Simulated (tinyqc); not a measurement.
From exact B0 back to cohesive energy D: equation-of-state fits to an energy-volume table made by a known binding curve. Computed by tinyqc, a small Python program. Command: `OMP_NUM_THREADS=1 python tinyqc.py 3025434 3025435 out.jsonl eosfit inv`. One thread of a shared host (Intel(R) Xeon(R) Processor @ 2.30GHz), about 0.02 s of CPU time with the checks.

With x = (V/V_0)^(1/3), the energy per atom is E = D [m x^-n - n x^-m]/(n - m), so that B0 = D n m/(9 V_0) and B' = (n + m + 6)/3. B' = dB/dP at P = 0.

Inputs (values chosen for the exercise, for a model crystal):
```
quantity                                 value             unit
true volume V_0                           18.8  angstrom^3/atom
repulsive exponent n                         7                -
attractive exponent m                        1                -
compression V/V_0 for the pressure test    0.8                -
```

Binding curve: Mie. Noise: none.

Constants: 1 eV/angstrom^3 = 160.2176634 GPa.

Method. B0 and B' from the formulas above; P = -dE/dV at V = c V_0 (c the compression chosen), from the curve itself.

Task: A run gave the result below. Find the cohesive energy D, known to lie between 2.7 and 7.4 eV/atom.

exact B0 = 35.54143 GPa

Result:

Each step takes the trial c = (a f_b - b f_a)/(f_b - f_a), f being the result less the target and a, b, c the logarithms of the listed values; c replaces end b, the old b replaces a if the sign of f changed, and otherwise f_a is halved.

Scan of the range:
```
cohesive energy D (eV/atom)  exact B0 (GPa)
2.70                                17.8967
3.19                                21.1446
3.78                                25.0553
4.47                                29.6289
5.29                                35.0642
6.26                                41.4937
7.40                                49.0501
```

False position (Illinois rule, in the logarithm of the input) inside the bracket:
```
step    end a    end b    trial  exact B0 (GPa)
1     5.29000  6.26000  5.35652         35.5051
2     6.26000  5.35652  5.36159         35.5387
3     6.26000  5.36159  5.36235         35.5438
4     5.36159  5.36235  5.36200         35.5414
5     5.36235  5.36200  5.36200         35.5414
```

Exact B0 rises at every point of a 13-point scan of the range (every second point is shown), so one value fits; it is bracketed by 5.29 and 6.26. The scan shows a pure power law with exponent 1.000, so scaling from any one row also gives the answer directly. Answer: cohesive energy D = 5.362 eV/atom.
